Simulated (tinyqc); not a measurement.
Comparisons within one model: tight-binding t2g bands of a cubic perovskite. A value that a table varies takes the place of the one given here.

Orbitals yz, zx, xy (X, Y, Z below) times spin. E_xy = Dt + 2t (2 - cos x - cos y) + 2 td (1 - cos z) + 4 t2 (1 - cos x cos y) with x = kx a and so on; yz and zx follow by cyclic change, without Dt. Spin-orbit term -(Dso/3) L.sigma + Dso/3 with (L_k)_ij = -i epsilon_kij in X, Y, Z: for Dt = 0 the quartet lies at 0 and the doublet at Dso.

Constants: hbar^2/2m0 = 3.80998211 eV angstrom^2.

Inputs chosen for the exercise (of the size met in SrTiO3 and KTaO3; the results hold for these values, not for the real material):
```
symbol  value            unit      meaning
t       0.255            eV        strong hopping
td      0.045            eV        weak hopping
t2      0.043            eV        diagonal hopping in the plane of the orbital
Dso     0.036            eV        spin-orbit splitting at Gamma
Dt      -0.119           eV        shift of xy (tetragonal field or confinement)
a       4.002            angstrom  lattice constant
k       (0.13, 0.12, 0)  2 pi/a    wave vector
```

## Bands along [100] with and without spin-orbit coupling

k = (x,0,0). The plain columns hold the three orbital energies without spin-orbit coupling, sorted.

Levels (eV):
```
x (2 pi/a)  plain 1  plain 2  plain 3   pair 1  pair 2  pair 3
0.00        -0.1190   0.0000   0.0000  -0.1092  0.0000  0.0262
0.02        -0.1136   0.0007   0.0054  -0.1038  0.0028  0.0294
0.04        -0.0976   0.0028   0.0214  -0.0879  0.0092  0.0414
0.06        -0.0711   0.0063   0.0479  -0.0618  0.0160  0.0649
0.10         0.0113   0.0172   0.1303   0.0138  0.0359  0.1450
0.15         0.0371   0.1621   0.2811   0.0475  0.1738  0.2950
0.20         0.0622   0.3523   0.4713   0.0734  0.3634  0.4849
0.30         0.1178   0.7737   0.8927   0.1294  0.7847  0.9062
0.50         0.1800   1.2450   1.3640   0.1917  1.2559  1.3773
```

At the zone edge the heavy yz band has risen by 0.180 eV (4 td) and the light ones by 1.364 eV (4t + 8 t2). Spin-orbit coupling mixes the orbitals while their spacing is below Dso = 0.036 eV: the lowest pair lies +9.8 meV from the plain band at x = 0.02 and +11.7 meV at the edge, where yz has parted from the other two and its offset tends to Dso/3 = 12.0 meV; zx and xy, 119 meV apart without the coupling, mix little there. With Dt < 0 the lowest plain band at Gamma is xy, and yz passes below it further out.

## Order of the levels against the shift of xy

Levels at Gamma, the xy weight of the lowest pair and its mass along [100] from m/m0 = c q^2/(E(q) - E(0)), q = 0.001 (2 pi/a).

At Gamma:
```
Dt (eV)  pair 1 (eV)  pair 2 (eV)  pair 3 (eV)  xy weight of pair 1  mass (m0)
-0.30        -0.2889       0.0000       0.0249                0.997      0.699
-0.15        -0.1398       0.0000       0.0258                0.989      0.701
-0.08        -0.0710       0.0000       0.0270                0.969      0.707
-0.03        -0.0240       0.0000       0.0300                0.889      0.733
-0.01        -0.0072       0.0000       0.0332                0.772      0.774
0.01          0.0000       0.0060       0.0400                0.000      1.233
0.03          0.0000       0.0138       0.0522                0.000      1.233
0.08          0.0000       0.0200       0.0960                0.000      1.233
0.15          0.0000       0.0219       0.1641                0.000      1.233
```

For Dt > 0 the lowest pair is the pure yz, zx combination at 0, with mass 1.233 at Dt = 0.15 eV. For Dt < 0 it gains xy weight, 0.77 at -0.01 and 1.00 at -0.3 eV, and its mass tends to the light value 0.698; the scale of the change is Dso = 0.036 eV.

## What each parameter does

The three pairs at k. Each row changes one parameter from the base and keeps the others.

Results:
```
case             pair 1 (eV)  pair 2 (eV)  pair 3 (eV)
base                  0.2197       0.2485       0.2868
t = 0.2805 eV         0.2339       0.2665       0.3144
td = 0.0675 eV        0.2334       0.2577       0.2903
t2 = 0.063 eV         0.2419       0.2757       0.3244
Dso = 0.0468 eV       0.2205       0.2498       0.2956
Dt = -0.149 eV        0.2186       0.2378       0.2686
```

The largest shifts from the base row, up to three for each result and ties (the steps differ in size, so this ranks the rows, not the parameters). pair 1 (eV): t2 +0.0222, t +0.0143, td +0.0137. pair 2 (eV): t2 +0.0272, t +0.0180, Dt -0.0107. pair 3 (eV): t2 +0.0376, t +0.0276, Dt -0.0182.

tinyqc: `OMP_NUM_THREADS=1 python tinyqc.py 1450182 1450183 out.jsonl`; about 0.01 s, one thread, shared Intel(R) Xeon(R) Processor @ 2.30GHz.
